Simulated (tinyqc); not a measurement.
## Pull-up strength from the switching point

Question. Transistor (EKV form, voltages against the body): I = 2 n b Vt^2 [F(vp - Vs) - F(vp - Vd)] from drain to source, F(v) = ln^2(1 + exp(v/(2 Vt))), vp = (Vg - VT + sg |Vd - Vs|)/n. n-channel bodies are at 0; for the p-channel device all voltages are counted down from Vdd. b in uA/V^2 gives I in uA. In an inverter In(Vg = Vd = VM) equals Ip at the switching point VM. Find bp and the current there.

Values chosen for this exercise: temperature T = 400 K; supply voltage Vdd = 1 V; slope factor n = 1.3; drain-induced barrier lowering sg = 0.044; n-channel threshold VTn = 0.29 V; p-channel threshold (magnitude) VTp = 0.28 V; gain factor of the pull-down transistor bn = 160 uA/V^2.

Constants: q = 1.602176634e-19 C, kB = 1.380649e-23 J/K, Vt = kB T/q. Results are converted to the units shown.

VM = 0.461763118 V

Answer. Ip is proportional to bp, so bp is In(VM) over the p-channel current for unit b.

bp = 80.0 uA/V^2
current at VM = 2.51 uA

Computed by the program tinyqc: `OMP_NUM_THREADS=1 python tinyqc.py 2340004 2340005 out.jsonl`, one thread of a shared Intel Xeon 2.30GHz, about 0.03 s for the whole run.
